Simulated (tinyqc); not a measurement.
Planar metal-insulator-metal capacitor: capacitance, non-linearity, leakage and relaxation: one step of the calculation.

A film between two metal electrodes, each interface adding a series capacitance ci. The small-signal permittivity is ek (1 + aq E^2); the field is found with the linear permittivity. Leakage J = J0 sinh(E/Ef). After a voltage step the film passes a relaxation current kr C V tt^(-nr), tt being the time in seconds.

Task. Planar capacitance, field and non-linearity. Planar film: Cf = eps0 ek/t, 1/C = 1/Cf + 2/ci, EOT = 3.9 eps0/C, effective permittivity C t/eps0, E = (V/t) C/Cf; quadratic coefficient [C(V)/C - 1]/V^2 with Cf (1 + aq E^2) in C(V).

Parameters, values chosen for the exercise; permittivity of the order of that of titanium dioxide:
```
symbol,value,unit,meaning
ek,87.7,,relative permittivity of the film
t,5.9,nm,film thickness
ci,42,uF/cm^2,capacitance of each electrode interface (dead layer and screening)
aq,0.028,cm^2/MV^2,quadratic field coefficient of the permittivity
V,2.2,V,bias
J0,6.7e-11,A/cm^2,leakage prefactor
Ef,0.28,MV/cm,field for an e-fold rise of the leakage
```

Constants: eps0 = 8.8541878128e-14 F/cm where lengths are in cm. Results are converted to the units shown.

Give: Cf; C; EOT; effective permittivity; E; quadratic coefficient; J.

Result.

Cf = 13.161 uF/cm^2
C = 8.0906 uF/cm^2
EOT = 0.42681 nm
effective permittivity = 53.912
E = 2.2922 MV/cm
quadratic coefficient = 17683 ppm/V^2
J = 1.2034e-7 A/cm^2

The interfaces take 38.5 % of the voltage.

Range of the model: The field exceeds about 1.5 MV/cm, a sizeable part of the breakdown field expected for this permittivity.

Computed by the program tinyqc: `OMP_NUM_THREADS=1 python tinyqc.py 2102013 2102014 out.jsonl`, one thread of a shared Intel Xeon 2.30GHz, about 0.01 s for the whole run.
